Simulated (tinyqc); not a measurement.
# Four-point probe at the centre of a round wafer

Four collinear probes with spacing s at the centre of a thin disc of diameter d with an insulating edge: Rs = C V/I, C = pi/{ln 2 + ln[((d/s)^2 + 3)/((d/s)^2 - 3)]}; C tends to pi/ln 2 = 4.5324. x = d/s.

Inputs (values chosen for the exercise):
- ns = 7.8e12 cm^-2 (sheet density of the layer)
- mu = 350 cm^2/(V s) (drift mobility)
- I = 500 uA (current)

Constants: q = 1.602176634e-19 C. Results are converted to the units shown.

Four-point probe at the centre of a round wafer:
```
x        C  C over its limit  V for Rs = 1/(q ns mu) (mV)
3    2.266            0.5000                        504.4
3.5  2.633            0.5810                        434.1
4    2.929            0.6462                        390.3
5    3.362            0.7419                        340.0
7.5  3.927            0.8665                        291.1
10   4.171            0.9203                        274.1
15   4.364            0.9630                        261.9
20   4.436            0.9788                        257.7
40   4.508            0.9946                        253.6
100  4.528            0.9991                        252.4
```

What does the comparison show?

C rises from 2.266 to 4.528. Using 4.5324 overstates Rs by 100 % in the first row and by under 1 % from d/s = 40 on among the rows.

Computed by the program tinyqc: `OMP_NUM_THREADS=1 python tinyqc.py 2850183 2850184 out.jsonl`, one thread of a shared Intel Xeon 2.30GHz, about 0.01 s for the whole run.
